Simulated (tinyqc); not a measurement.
Six-band Luttinger-Kohn model with strain, step by step. Values are carried at full precision from step to step, so a last printed digit may differ when a step is redone from the rounded ones.

Constants: hbar^2/2m0 = 3.80998211 eV angstrom^2.

Parameters, chosen for this exercise (near those of Ge; not measured data): C11 = 128.4 GPa; C12 = 47.9 GPa; C44 = 66.3 GPa; load = uniaxial [100] (kind of stress); X = -1.62 GPa (stress); Dso = 0.288 eV (spin-orbit splitting); g1 = 13.35 (Luttinger gamma1); g2 = 4.24 (gamma2); g3 = 5.7 (gamma3); av = 1.23 eV (valence hydrostatic potential); b = -2.53 eV (tetragonal shear potential); d = -5.34 eV (trigonal shear potential); k = (-0.042, 0.027, 0.016) 1/angstrom (wave vector); kmax = 0.05 1/angstrom (end of the path).

## Strain from a uniaxial [100] stress

s11 = (C11 + C12)/((C11 - C12)(C11 + 2 C12)), s12 = -C12/((C11 - C12)(C11 + 2 C12)), s44 = 1/C44; exx = s11 sxx + s12 (syy + szz) and cyclic, exy = s44 sxy/2; tension is positive. A uniaxial stress X along the unit vector n is s_ij = X n_i n_j.

s11, s12, s44 (1/TPa): [9.7683, -2.6540, 15.0830]

strain tensor, rows x, y, z and columns alike:
$$\begin{pmatrix}
-0.015825 & 0.000000 & 0.000000 \\
0.000000 & 0.004300 & 0.000000 \\
0.000000 & 0.000000 & 0.004300
\end{pmatrix}$$

The volume changes by -0.723 %; there is no shear in the cubic axes, so d does not enter.

## The terms P, Q, R, S at one k

P = c g1 k^2 - av tr(e); Q = c g2 (kx^2 + ky^2 - 2 kz^2) - (b/2)(exx + eyy - 2 ezz); R = c sqrt3 [-g2 (kx^2 - ky^2) + 2i g3 kx ky] + (sqrt3/2) b (exx - eyy) - i d exy; S = 2 c sqrt3 g3 (kx - i ky) kz - d (exz - i eyz); c = hbar^2/2m0, e the strain tensor (not engineering shear).

Form the four terms.

Terms (eV):
```
term             from k  from strain
P               0.13982      0.00889
Q               0.03200     -0.02546
R     -0.02896-0.08531i      0.04409
S     -0.05055-0.03250i      0.00000
```

## The Hamiltonian

Six-band Luttinger-Kohn model in the basis |3/2,3/2>, |3/2,1/2>, |3/2,-1/2>, |3/2,-3/2>, |1/2,1/2>, |1/2,-1/2>, electron energies, zero at the top of the unstrained valence band. H = -[rows: (P+Q, -S, R, 0, -S/r2, r2 R); (-S*, P-Q, 0, R, -r2 Q, r32 S); (R*, 0, P-Q, S, r32 S*, r2 Q); (0, R*, S*, P+Q, -r2 R*, -S*/r2); (-S*/r2, -r2 Q, r32 S, -r2 R, P+Dso, 0); (r2 R*, r32 S*, r2 Q, -S/r2, 0, P+Dso)], r2 = sqrt(2), r32 = sqrt(3/2). Levels are twofold.

Each term is the sum of its two parts.

H(k) (eV), rows 3/2,3/2, 3/2,1/2, 3/2,-1/2, 3/2,-3/2, 1/2,1/2, 1/2,-1/2 and columns alike:
$$\begin{pmatrix}
-0.1553 & -0.0506-0.0325i & -0.0151+0.0853i & 0 & -0.0357-0.0230i & -0.0214+0.1206i \\
-0.0506+0.0325i & -0.1422 & 0 & -0.0151+0.0853i & 0.0093 & 0.0619+0.0398i \\
-0.0151-0.0853i & 0 & -0.1422 & 0.0506+0.0325i & 0.0619-0.0398i & -0.0093 \\
0 & -0.0151-0.0853i & 0.0506-0.0325i & -0.1553 & 0.0214+0.1206i & -0.0357+0.0230i \\
-0.0357+0.0230i & 0.0093 & 0.0619+0.0398i & 0.0214-0.1206i & -0.4367 & 0 \\
-0.0214-0.1206i & 0.0619-0.0398i & -0.0093 & -0.0357-0.0230i & 0 & -0.4367
\end{pmatrix}$$

## Levels and their make-up

Diagonalise H. The weights add +m and -m and are averaged over each pair; m is taken along z.

levels from the top, each twofold (eV): [-0.0314, -0.1871, -0.5157]

weights, rows |3/2,+-3/2>, |3/2,+-1/2>, |1/2,+-1/2>; columns top, second, third:
$$\begin{pmatrix}
0.523 & 0.327 & 0.151 \\
0.443 & 0.484 & 0.073 \\
0.035 & 0.189 & 0.776
\end{pmatrix}$$

The top pair is 52 % |3/2,+-3/2>, the second pair is 48 % |3/2,+-1/2> and the third pair is 78 % |1/2,+-1/2>.

## Band edges at k = 0
Diagonalise H at k = 0. The weights add +m and -m (m along z) and are averaged over each pair.

edges from the top (eV): [0.0567, -0.0598, -0.3116]

weights at k = 0, rows |3/2,+-3/2>, |3/2,+-1/2>, |1/2,+-1/2>; columns top, second, third:
$$\begin{pmatrix}
0.720 & 0.250 & 0.030 \\
0.240 & 0.750 & 0.010 \\
0.040 & 0.000 & 0.960
\end{pmatrix}$$

The stress splits the top two pairs by 116.5 meV, 4.51 times kT at 300 K (25.85 meV); the third lies 368.2 meV below the top, against Dso = 288 meV without stress.

## Polarisation of the edge transitions

In the basis X, Y, Z times spin, H(k = 0) has -Dso/3 + l exx + m (eyy + ezz) on the diagonal (cyclic) and n exy off it, l = av + 2 b, m = av - b, n = sqrt(3) d. Spin-orbit term (Dso/3) L.sigma on X, Y, Z with (L_k)_ij = -i epsilon_kij: <X+|H|Y+> = -i Dso/3, <X+|H|Z-> = Dso/3, <Y+|H|Z-> = -i Dso/3, <Z+|H|X-> = -Dso/3, <Z+|H|Y-> = i Dso/3, <X-|H|Y-> = i Dso/3, and their conjugates; + and - are the spin along z. The strength of a transition to an s-like conduction level for light polarised along the unit vector u is the weight of the orbital ux X + uy Y + uz Z in the valence state, summed over spin and averaged over the pair.

strain block of X, Y, Z (eV), rows X, Y, Z and columns alike:
$$\begin{pmatrix}
0.09294 & 0 & 0 \\
0 & -0.05980 & 0 \\
0 & 0 & -0.05980
\end{pmatrix}$$

Relative strengths:
```
polarisation    top  second  third
[100]         0.838   0.000  0.162
[010]         0.081   0.500  0.419
[001]         0.081   0.500  0.419
[110]         0.459   0.250  0.291
[1-10]        0.459   0.250  0.291
[111]         0.333   0.333  0.333
```

The top pair is strongest for light along [100] (0.838) and weakest along [010] and [001] (0.081); without strain every direction has 1/3 on average over the fourfold top. For each polarisation the three pairs add up to 1.

## Hole masses at the edges

Curvature at k = 0: m/m0 = -2 c h^2/(E(h u) + E(-h u) - 2 E(0)) with h = 0.0002 1/angstrom along the unit vector u.

Hole masses (m0):
```
direction    top  second  third
[110]      0.060   0.089  0.082
[1-10]     0.060   0.089  0.082
[100]      0.038   0.205  0.111
[001]      0.144   0.057  0.064
```

Of the directions listed, the top pair is lightest along [100] (0.038) and heaviest along [001] (0.144). These masses hold only for hole energies well below the splitting of 116 meV.

## Bands along [100] and [001]

Six points from 0 to kmax in each direction.

Levels (eV):
```
direction  |k| (1/angstrom)      top   second    third  top, no stress  second, no stress
[100]                 0.000   0.0567  -0.0598  -0.3116          0.0000             0.0000
[100]                 0.010   0.0467  -0.0617  -0.3150         -0.0019            -0.0082
[100]                 0.020   0.0174  -0.0672  -0.3259         -0.0074            -0.0321
[100]                 0.030  -0.0298  -0.0765  -0.3457         -0.0167            -0.0685
[100]                 0.040  -0.0895  -0.0910  -0.3783         -0.0297            -0.1123
[100]                 0.050  -0.1062  -0.1592  -0.4308         -0.0464            -0.1573
[001]                 0.000   0.0567  -0.0598  -0.3116          0.0000             0.0000
[001]                 0.010   0.0541  -0.0665  -0.3176         -0.0019            -0.0082
[001]                 0.020   0.0467  -0.0858  -0.3366         -0.0074            -0.0321
[001]                 0.030   0.0352  -0.1152  -0.3720         -0.0167            -0.0685
[001]                 0.040   0.0203  -0.1506  -0.4286         -0.0297            -0.1123
[001]                 0.050   0.0021  -0.1872  -0.5110         -0.0464            -0.1573
```

## Checks

- Levels against the same model in the basis X, Y, Z times spin: they agree to 1e-10 or better.

Run: tinyqc, `OMP_NUM_THREADS=1 python tinyqc.py 1080373 1080374 out.jsonl`; Intel(R) Xeon(R) Processor @ 2.30GHz, one thread, shared host; about 0.08 s of CPU time with all checks.
